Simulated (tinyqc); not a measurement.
# Worked calculation: on-chip power grid, static voltage drop by conjugate gradients

tinyqc, about 0.08 s, one thread, Intel Xeon 2.30GHz (shared host): `OMP_NUM_THREADS=1 python tinyqc.py 2770218 2770219 out.jsonl` Printed values are rounded.

A grid of 4 rows and 4 columns, node k = 4 row + column. Neighbours in a row are joined by Rx, in a column by Ry; pad nodes, which reach the supply through Rp: 0, 15. Each node draws I0, node 12 draws kh I0. The drops u = Vdd - V solve G u = i, with G the conductance matrix (1/Rp added on the diagonal at pad nodes).

Inputs (values chosen for the exercise): supply voltage Vdd = 0.7 V; resistance of a horizontal segment Rx = 0.13 ohm; resistance of a vertical segment Ry = 0.11 ohm; resistance from a pad node to the supply Rp = 0.36 ohm; load current of an ordinary node I0 = 10 mA; factor on the load at the hot node kh = 8.

## Diagonal of G, loads and first direction

G_kk = sum of the conductances at node k. Start u = 0, so the residual is r = i; p = r.

G_kk (S):
```
          col 0     col 1     col 2     col 3
row 0  19.56099  24.47552  24.47552  16.78322
row 1  25.87413  33.56643  33.56643  25.87413
row 2  25.87413  33.56643  33.56643  25.87413
row 3  16.78322  24.47552  24.47552  19.56099
```

r at the start (mA):
```
       col 0  col 1  col 2  col 3
row 0     10     10     10     10
row 1     10     10     10     10
row 2     10     10     10     10
row 3     80     10     10     10
```

p at the start (mA):
```
       col 0  col 1  col 2  col 3
row 0     10     10     10     10
row 1     10     10     10     10
row 2     10     10     10     10
row 3     80     10     10     10
```

## Iteration 1: conjugate-gradient step

u at the start (mV):
```
       col 0  col 1  col 2  col 3
row 0      0      0      0      0
row 1      0      0      0      0
row 2      0      0      0      0
row 3      0      0      0      0
```

q = G p; a = (r.r)/(p.q); u(new) = u + a p; r(new) = r - a q; b = (r.r)(new)/(r.r); p(new) = r(new) + b p.

q (mA S):
```
          col 0     col 1  col 2   col 3
row 0    27.778     0.000  0.000   0.000
row 1     0.000     0.000  0.000   0.000
row 2  -636.364     0.000  0.000   0.000
row 3  1174.825  -538.462  0.000  27.778
```

a = 0.09541833 ohm

u after iteration 1 (mV):
```
          col 0     col 1     col 2     col 3
row 0  0.954183  0.954183  0.954183  0.954183
row 1  0.954183  0.954183  0.954183  0.954183
row 2  0.954183  0.954183  0.954183  0.954183
row 3  7.633466  0.954183  0.954183  0.954183
```

r after iteration 1 (mA):
```
           col 0     col 1     col 2     col 3
row 0    7.34949  10.00000  10.00000  10.00000
row 1   10.00000  10.00000  10.00000  10.00000
row 2   70.72075  10.00000  10.00000  10.00000
row 3  -32.09985  61.37910  10.00000   7.34949
```

b = 1.393323

p after iteration 1 (mA):
```
          col 0     col 1     col 2     col 3
row 0  21.28272  23.93323  23.93323  23.93323
row 1  23.93323  23.93323  23.93323  23.93323
row 2  84.65398  23.93323  23.93323  23.93323
row 3  79.36597  75.31233  23.93323  21.28272
```

## Iteration 2: conjugate-gradient step

As before.

q (mA S):
```
          col 0     col 1     col 2   col 3
row 0    14.635    20.389     0.000   0.000
row 1  -527.911     0.000     0.000   0.000
row 2  1067.162  -934.165     0.000  24.096
row 3   -16.891   831.125  -374.835  14.635
```

a = 0.1006909 ohm

u after iteration 2 (mV):
```
          col 0    col 1    col 2    col 3
row 0   3.09716  3.36404  3.36404  3.36404
row 1   3.36404  3.36404  3.36404  3.36404
row 2   9.47807  3.36404  3.36404  3.36404
row 3  15.62489  8.53745  3.36404  3.09716
```

r after iteration 2 (mA):
```
          col 0     col 1    col 2    col 3
row 0    5.8759    7.9471  10.0000  10.0000
row 1   63.1559   10.0000  10.0000  10.0000
row 2  -36.7328  104.0619  10.0000   7.5738
row 3  -30.3991  -22.3076  47.7425   5.8759
```

b = 1.876717

p after iteration 2 (mA):
```
          col 0     col 1    col 2    col 3
row 0   45.8176   52.8630  54.9159  54.9159
row 1  108.0717   54.9159  54.9159  54.9159
row 2  122.1388  148.9778  54.9159  52.4897
row 3  118.5484  119.0323  92.6584  45.8176
```

## Course of the conjugate-gradient iteration

Stop when |r| is below 1e-9 mA.

Course of the iteration:
```
iteration  largest u (mV)  |r| (mA)
1                7.633466       105
2                15.62489       144
3                24.73315       166
4                33.62519       177
5                42.79587       186
6                50.90195       127
7                55.83833       100
8                57.25334      46.2
9                57.53475      16.4
10               57.57918      6.42
11               57.58616      4.00
12               57.58654      1.73
13               57.58587     0.445
14               57.58593    0.0614
15               57.58593   5.06e-3
16               57.58594  1.51e-11
```

Converged in 16 iterations for 16 unknowns; in exact arithmetic the method needs at most 16. The condition number of the matrix is 193. Gauss-Seidel sweeps in node order need 1073 to reach the same residual.

## Worst drop, pad currents and power lost

converged u (mV):
```
          col 0     col 1     col 2     col 3
row 0  41.57742  47.37136  49.37250  49.79997
row 1  48.27908  49.48064  49.60407  49.06168
row 2  52.86403  51.40218  49.29902  46.76445
row 3  57.58594  52.76637  48.25902  41.22258
```

Pad current u/Rp; worst drop as a share of Vdd; power lost in the grid and pads sum_k i_k u_k; power delivered sum_k i_k (Vdd - u_k).

worst drop = 57.58594 mV
share of Vdd = 8.226562 %
pad currents (mA): node 0 115.4928, node 15 114.5072
power lost = 11.87812 mW
power delivered = 149.1219 mW

The pad currents add up to the total load, 230.0 mA. The worst drop is at node 12; the hot node is 12.
